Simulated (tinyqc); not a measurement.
Small-signal admittance of a forward-biased p+-n diode: admittance against frequency.

Holes injected into a neutral base of width wb with an ohmic contact at its end; low injection, p0 far above the equilibrium density. A small voltage v exp(i w t), w = 2 pi f, modulates the edge density by p0 v/Vt, and the small-signal density obeys Dp d2p/dx2 = (1/tau + i w) p.

L = sqrt(Dp tau); direct current J = (q Dp p0/L) coth(wb/L); k = sqrt(1 + i w tau)/L; diffusion admittance Y = (q Dp p0/Vt) k coth(k wb) = G + i w C_diff; junction capacitance C_j = sqrt(q eps0 eps_r Nd/(2 Vr)) in the depletion approximation, with the remaining barrier Vr = Vt ln(Na/p0), a rough value under forward bias; base-width modulation is left out. Measured admittance 1/[Rs + 1/(Y + i w C_j)].

Inputs (values chosen for the exercise); permittivity close to that of silicon: temperature T = 300 K; relative permittivity eps_r = 11.7; donor density of the base Nd = 1.7e16 cm^-3; hole diffusion coefficient Dp = 7.9 cm^2/s; hole lifetime tau = 1e-6 s; width of the neutral base wb = 4.8 um; excess hole density at the junction edge p0 = 4.6e12 cm^-3; acceptor density of the p+ side Na = 2e19 cm^-3; series resistance Rs = 0.004 ohm cm^2.

Constants: q = 1.602176634e-19 C, kB = 1.380649e-23 J/K, Vt = kB T/q, eps0 = 8.8541878128e-14 F/cm where lengths are in cm. Results are converted to the units shown.

The same in every row: C_j (uF/cm^2) = 0.059752.

Result of one run:

| f (Hz) | w tau | G (S/cm^2) | C_diff (uF/cm^2) | measured G (S/cm^2) | measured C (uF/cm^2) | phase of the measured Y (degrees) |
|---|---|---|---|---|---|---|
| 5e7 | 314.16 | 0.96924 | 0.0032323 | 2.5040 | 0.062112 | 82.688 |

What becomes of these results when the signal frequency f is changed from 5e7 to 3e6 Hz, all else the same?

Result of the changed run:

| f (Hz) | w tau | G (S/cm^2) | C_diff (uF/cm^2) | measured G (S/cm^2) | measured C (uF/cm^2) | phase of the measured Y (degrees) |
|---|---|---|---|---|---|---|
| 3e6 | 18.850 | 0.47687 | 0.0045351 | 0.48180 | 0.064041 | 68.242 |

The whole series:

| f (Hz) | w tau | G (S/cm^2) | C_diff (uF/cm^2) | measured G (S/cm^2) | measured C (uF/cm^2) | phase of the measured Y (degrees) |
|---|---|---|---|---|---|---|
| 40000 | 0.25133 | 0.47376 | 0.0045437 | 0.47286 | 0.064052 | 1.9498 |
| 2e5 | 1.2566 | 0.47377 | 0.0045437 | 0.47290 | 0.064052 | 9.6596 |
| 6e5 | 3.7699 | 0.47388 | 0.0045433 | 0.47322 | 0.064052 | 27.034 |
| 3e6 | 18.850 | 0.47687 | 0.0045351 | 0.48180 | 0.064041 | 68.242 |
| 1e7 | 62.832 | 0.50741 | 0.0044507 | 0.57106 | 0.063926 | 81.908 |
| 5e7 | 314.16 | 0.96924 | 0.0032323 | 2.5040 | 0.062112 | 82.688 |
| 2e8 | 1256.6 | 2.0094 | 0.0015968 | 23.216 | 0.055208 | 71.497 |
| 8e8 | 5026.5 | 4.0175 | 7.9909e-4 | 148.98 | 0.024080 | 39.092 |
| 3e9 | 18850 | 7.7792 | 4.1268e-4 | 238.09 | 0.0027801 | 12.413 |

G starts at J/Vt = 0.474 S/cm^2 and C_diff at (J tau/(2 Vt))(1 - 2 x/sinh 2x) = 0.00454 uF/cm^2, x = wb/L = 0.171. Between the last two rows G goes as f^(0.50) and C_diff as f^(-0.50); the limits are 1/2 and -1/2, reached when the signal penetrates only sqrt(Dp/w). The measured C is 0.38 % below C_diff + C_j in the first row and 95 % below it in the last, the difference being due to Rs.

tinyqc, about 0.01 s, one thread, Intel Xeon 2.30GHz (shared host): `OMP_NUM_THREADS=1 python tinyqc.py 2890221 2890222 out.jsonl`
